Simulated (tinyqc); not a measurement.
# Admittance spectroscopy of a deep trap: effects of single changes

Schottky contact on an n-type layer with shallow donors Nd (all ionised) and a donor-like deep trap, neutral when filled and positive when empty; depletion approximation. Traps within lam of the depletion edge stay filled. The traps at xt = W - lam, where the level crosses the Fermi level, follow a slow signal and not a fast one. w = 2 pi f.

Parameters, values chosen for the exercise; material values close to those of germanium: relative permittivity eps_r = 15.8; conduction-band density of states at 300 K Nc = 1.04e19 cm^-3; thermal velocity at 300 K vth = 3.3e7 cm/s; shallow donor density Nd = 3.3e15 cm^-3; built-in voltage Vbi = 0.31 V; depth of the trap below the conduction edge Et = 0.25 eV; capture cross-section sn = 8.5e-17 cm^2; trap density Nt = 2.9e15 cm^-3; reverse bias Vr = 0 V; temperature T = 276 K.

Constants: q = 1.602176634e-19 C, kB = 1.380649e-23 J/K, eps0 = 8.8541878128e-14 F/cm where lengths are in cm. Results are converted to the units shown.

Each table varies one quantity; the others keep the values above.

## Admittance against frequency

Emission rate en = sn vth(T) Nc(T) exp(-Et/kB T) = sn g T^2 exp(-Et/kB T), g = vth Nc/(300 K)^2, as vth goes as T^0.5 and Nc as T^1.5 (degeneracy factor 1). lam = sqrt(2 eps0 eps_r (EF - ET)/(q Nd)), EF - ET = Et - (kB T/q) ln(Nc(T)/Nd), Nc(T) = Nc (T/300 K)^1.5. In the steady state at the band bending V, 2 eps0 eps_r V/q = Nd W^2 + Nt (W - lam)^2 (the second term only if W > lam). V = Vbi + Vr. C_HF = eps0 eps_r/W, C_LF = eps0 eps_r (Nd + Nt)/(Nd W + Nt xt). Inflection frequency w0 = 2 en [1 + Nt xt/(Nd W)]; C = C_HF + (C_LF - C_HF)/(1 + (w/w0)^2), G/w = (C_LF - C_HF)(w/w0)/(1 + (w/w0)^2).

Admittance against frequency:

| f (Hz) | C (nF/cm^2) | G/w (nF/cm^2) |
|---|---|---|
| 13000 | 49.68 | 0.4805 |
| 26000 | 49.62 | 0.9559 |
| 51000 | 49.40 | 1.838 |
| 1e5 | 48.62 | 3.352 |
| 2e5 | 46.32 | 5.222 |
| 3.8e5 | 42.81 | 5.608 |
| 7.5e5 | 39.91 | 4.038 |
| 1.5e6 | 38.71 | 2.266 |
| 2.9e6 | 38.38 | 1.208 |
| 5.7e6 | 38.28 | 0.6199 |
| 1.1e7 | 38.26 | 0.3219 |

What does the comparison show?

C falls from 49.7 to 38.3 nF/cm^2, between C_LF = 49.7 and C_HF = 38.2, and G/w goes from 0.480 through a maximum of 5.61 (at f = 3.8e5 Hz among the rows listed) to 0.322 nF/cm^2. The exact peak is half of the step, 5.73 nF/cm^2, at 3.09e5 Hz.

## Effect of the trap density

Same model as above.

V = Vbi + Vr.

Effect of the trap density:

| Nt (cm^-3) | W (nm) | step (% of C_HF) | w0/(2 en) |
|---|---|---|---|
| 8.2e13 | 403.5 | 1.095 | 1.014 |
| 1.8e14 | 401.7 | 2.376 | 1.030 |
| 4.1e14 | 397.7 | 5.272 | 1.068 |
| 9.1e14 | 389.8 | 11.10 | 1.148 |
| 2e15 | 375.4 | 22.12 | 1.315 |
| 4.5e15 | 351.9 | 41.94 | 1.665 |
| 1e16 | 321.6 | 72.80 | 2.332 |

What does the comparison show?

The step rises from 1.09 to 72.8 %, as Nt^(0.99) between the first two rows and Nt^(0.69) between the last two, and w0/(2 en) rises from 1.01 to 2.33: for Nt near Nd the rule w0 = 2 en overstates the cross-section by that factor.

Computed by the program tinyqc: `OMP_NUM_THREADS=1 python tinyqc.py 2050086 2050087 out.jsonl`, one thread of a shared Intel Xeon 2.30GHz, about 0.01 s for the whole run.
